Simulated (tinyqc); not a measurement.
Weaire-Thorpe hybrids on a Bethe lattice: gap and dangling bond of an amorphous tetrahedral solid: one step. Edges. Two cases, with inputs chosen for the exercise.

Question. Bounds -V2 + V1 and V2 - 3 V1. On the tree the s-like bands are narrower: E = -V1 -/+ sqrt(V2^2 + 4 V1^2 + V1 V2 e) with e from -2 sqrt3 to 2 sqrt3 (for a crystal, -4 to 4), so the conduction edge is -V1 + sqrt(V2^2 + 4 V1^2 - 2 sqrt3 V1 V2).

Four sp3 hybrids an atom at energy 0, coupled by -V1 on the atom and by -V2 along a bond; the bonds form a tree (no rings). For any network the gap runs at least from -V2 + V1 to V2 - 3 V1, and p-like states pile up at -V2 + V1 and V2 + V1. On the tree the gap is wider: it ends at Ec = -V1 + sqrt(V2^2 + 4 V1^2 - 2 sqrt3 V1 V2), which makes it well wider than the gaps of the real glasses. A branch seen from a hybrid has the self-energy S = V2^2 g, where g is the Green function of the hybrid across the bond, whose three partners carry S themselves. With a = z - V1, b = a - S: g = 1/(a + V1 b/(b + 3 V1)), z = E + i eta. A full atom has G = (1/b)(b + 3 V1)/(b + 4 V1) per hybrid; a dangling hybrid with shift dh has G = 1/(1/g - dh).

Case 1.

Values chosen (out of a larger set: of the size of tabulated hybrid energies for amorphous germanium; not measured data): V1 = 1.83 eV (coupling of two hybrids on one atom); V2 = 4.16 eV (coupling of the two hybrids of a bond).

Case 2.

Values chosen (out of a larger set: of the size of tabulated hybrid energies for amorphous silicon; not measured data): V1 = 1.8 eV (coupling of two hybrids on one atom); V2 = 4.25 eV (coupling of the two hybrids of a bond).

Give: edges; gaps.

Answer.

Case 1.

edges (eV): Ev -2.3300, Ec(bound) -1.3300, Ec(tree) 0.2508

gaps (eV): (bound, reached in the crystal) 1.0000, (tree) 2.5808

The gap needs no periodicity, only V2 > 2 V1 (here V2/V1 = 2.273); leaving out rings widens it by 1.581 eV. Two parameters give the trend, not the value.

Case 2.

edges (eV): Ev -2.4500, Ec(bound) -1.1500, Ec(tree) 0.3265

gaps (eV): (bound, reached in the crystal) 1.3000, (tree) 2.7765

The gap needs no periodicity, only V2 > 2 V1 (here V2/V1 = 2.361); leaving out rings widens it by 1.477 eV. Two parameters give the trend, not the value.

Computed by tinyqc, one run a case: `OMP_NUM_THREADS=1 python tinyqc.py N N+1 out.jsonl` with N = 1480030, 1480094; one thread of a shared Intel(R) Xeon(R) Processor @ 2.30GHz, about 0.04 s a run at most.
